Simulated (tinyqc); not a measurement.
What moves the results: quantum well in an electric field by finite differences. A value that a table varies takes the place of the one given here.

Finite differences on points z_i at the centres of cells of width h: H_ii = (c/h^2)(1/m_(i-1/2) + 1/m_(i+1/2)) + V_i, H_(i,i+1) = -(c/h^2)/m_(i+1/2), where m_(i+1/2) is the mean of the masses at the two points (the end values are repeated outwards), psi = 0 on the points beyond both ends, c = hbar^2/2m0. The field adds e F (z - z0) with z0 the middle of the structure; 1 kV/cm = 1e-5 eV/angstrom.

Constants: hbar^2/2m0 = 3.80998211 eV angstrom^2.

Inputs chosen for the exercise (near those of a non-polar GaN well in AlGaN; the results hold for these values, not for the real material):
```
symbol  value                                                   unit      meaning
layers  ((27, 0.45, 0.236), (54, 0, 0.197), (27, 0.45, 0.236))            each layer: thickness in angstrom, band edge in eV, mass in m0
hf      0.5625                                                  angstrom  cell width of the fine grid
Fs      (0, 33.3, 66.7, 100, 133, 167, 200)                     kV/cm     fields
F       180                                                     kV/cm     field along z
Lw      54                                                      angstrom  well width
Lb      27                                                      angstrom  each outer barrier
V0      0.45                                                    eV        barrier height
mw      0.197                                                   m0        mass in the well
mb      0.236                                                   m0        mass in the barriers
```

## Stark shift

Fine grid. Perturbation theory: dE1 = e F z_11 - beta (e F)^2 with beta = sum_j z_1j^2/(E_j - E_1) over the 13 next levels at zero field, z from z0.

Levels against field:
```
F (kV/cm)  E1 (eV)  E2 (eV)  dE1 (meV)  second order (meV)  <z - z0> (angstrom)  E2 - E1 (meV)
0           0.0407   0.1603       0.00                0.00                  0.0          119.6
33.3        0.0405   0.1603      -0.15               -0.15                 -0.9          119.8
66.7        0.0401   0.1604      -0.58               -0.58                 -1.7          120.3
100         0.0394   0.1605      -1.31               -1.31                 -2.6          121.2
133         0.0384   0.1607      -2.30               -2.32                 -3.4          122.3
167         0.0371   0.1609      -3.61               -3.66                 -4.3          123.8
200         0.0355   0.1611      -5.15               -5.25                 -5.0          125.6
```

z_11 = 0.00 angstrom
beta = 1313 angstrom^2/eV

What can be read from the table?

At zero field the state is centred, so the shift starts as F^2; it turns linear only if the state is pulled to one side. At 200 kV/cm E1 has moved by -5.15 meV, where second order gives -5.25 meV; they differ by 2.0 % there. The electron moves by -5.0 angstrom, against the rise of the potential. E2 - E1 grows with the field; the ends are 119.6 and 125.6 meV.

## Order of mass and momentum

Fine grid. Hermitian kinetic operators m^a p m^b p m^a with 2a + b = -1: H_ii = (c/h^2) m_i^(2a) (m_(i-1/2)^b + m_(i+1/2)^b) + V_i, H_(i,i+1) = -(c/h^2) m_i^a m_(i+1)^a m_(i+1/2)^b; BenDaniel-Duke is a = 0. The halved form has H_ii = 2c/(h^2 m_i) + V_i and H_(i,i+1) = -(c/2h^2)(1/m_i + 1/m_(i+1)). The shifts are measured against BenDaniel-Duke; the last column repeats E1 with cells of hf/4.

Levels (eV):
```
operator                            E1      E2  E1 - E1(BDD) (meV)  E1 at hf/4
BenDaniel-Duke                  0.0365  0.1610                 0.0      0.0365
(1/m) p^2 + p^2 (1/m), halved   0.0379  0.1639                 1.4      0.0311
m^(-1/2) p^2 m^(-1/2)           0.0397  0.1695                 3.2      0.0397
m^(-1/4) p m^(-1/2) p m^(-1/4)  0.0381  0.1652                 1.6      0.0381
one mass, the smallest          0.0381  0.1653                 1.6      0.0381
```

What can be read from the table?

The three forms m^a p m^b p m^a span 3.2 meV in E1, 3 % of E2 - E1; they differ only at the mass steps (largest to smallest mass 1.20), where m^a psi is the continuous quantity. Dropping the mass step altogether moves E1 by +1.6 meV. Refining the grid moves the halved form by -6.9 meV, against at most 0.02 meV for the other three: at an abrupt step it has no limit as the grid is refined.

## What each parameter does

Three layers: barrier, well, barrier; fine grid. The Stark shift is E1(F) - E1(0). Each row changes one parameter from the base and keeps the others.

Results:
```
case              E1 (eV)  E2 - E1 (meV)  Stark shift (meV)  <z - z0> (angstrom)
base               0.0365          124.5              -4.18                -4.57
Lw = 63 angstrom   0.0252          102.1              -6.61                -7.11
Lb = 36 angstrom   0.0365          124.4              -4.19                -4.58
V0 = 0.36 eV       0.0340          118.2              -4.69                -5.12
mw = 0.2266 m0     0.0330          114.6              -4.34                -4.73
mb = 0.2832 m0     0.0348          121.9              -4.37                -4.77
F = 270 kV/cm      0.0314          130.2              -9.23                -6.61
```

What can be read from the table?

The largest shifts from the base row, up to three for each result and ties (the steps differ in size, so this ranks the rows, not the parameters). E1 (eV): Lw -0.0113, F -0.0051, mw -0.0035; unchanged at the printed digits by Lb. E2 - E1 (meV): Lw -22.4, mw -9.9, V0 -6.3. Stark shift (meV): F -5.05, Lw -2.43, V0 -0.50. <z - z0> (angstrom): Lw -2.53, F -2.04, V0 -0.54.

Computed by tinyqc, a small Python program: `OMP_NUM_THREADS=1 python tinyqc.py 1281076 1281077 out.jsonl` (the numbers bound the seed that draws the inputs); one thread of a shared host (Intel(R) Xeon(R) Processor @ 2.30GHz), about 0.02 s for the whole set of steps.
